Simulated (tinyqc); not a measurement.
Undoped symmetric double-gate MOSFET, analytic potential model: two steps of the calculation.

An undoped body of thickness ts between two equal insulators and tied gates; long channel, electrons only, n = ni exp((psi - V)/Vt) with V the quasi-Fermi potential (0 at the source, Vd at the drain), constant mobility, no quantisation. Across the body psi(x) = V - 2 Vt ln[(ts/(2 beta)) sqrt(q ni/(2 eps0 eps_r Vt)) cos(2 beta x/ts)], x from the centre. Q is the electron charge per area of the whole body.

Parameters, values chosen for the exercise; material values close to those of gallium arsenide:
- T = 400 K (temperature)
- Eg = 1.41 eV (band gap)
- eps_r = 12.9 (relative permittivity of the semiconductor)
- Nc = 6.88e17 cm^-3 (conduction-band density of states at T)
- Nv = 1.39e19 cm^-3 (valence-band density of states at T)
- eox = 21 (relative permittivity of the gate insulator)
- tox = 3 nm (insulator thickness)
- ts = 15 nm (body thickness)
- dphi = 0.22 V (gate work function less that of the intrinsic body)
- Vg = 0.75 V (gate voltage)

Constants: q = 1.602176634e-19 C, kB = 1.380649e-23 J/K, Vt = kB T/q, eps0 = 8.8541878128e-14 F/cm where lengths are in cm. Results are converted to the units shown.

Problem 1. Constants of the body. ni = sqrt(Nc Nv) exp(-Eg/(2 Vt)), Eg in volts; r = eps_r tox/(eox ts); V0 = dphi + 2 Vt ln[(2/ts) sqrt(2 eps0 eps_r Vt/(q ni))].

Give: ni; r; V0.

Solution 1.

ni = 4.0522e9 cm^-3
r = 0.12286
V0 = 0.88143 V

Problem 2. beta at the source by Newton steps in z = ln(tan beta). With V = 0, t = exp(z), beta = arctan(t): f = ln(beta) + (1/2) ln(1 + t^2) + 2 r beta t - (Vg - V0)/(2 Vt); with c = t/(1 + t^2), df/dz = c/beta + t c + 2 r t (c + beta); z(new) = z - f/(df/dz).

z at the start = 1
r = 0.12285714
V0 = 0.88143195 V

Give: beta; f; df/dz; z after iteration 1.

Solution 2.

beta = 1.218
f = 3.981
df/dz = 2.177
z after iteration 1 = -0.8288

Program tinyqc, `OMP_NUM_THREADS=1 python tinyqc.py 2440122 2440123 out.jsonl`; Intel Xeon 2.30GHz, shared host, one thread, about 0.03 s.
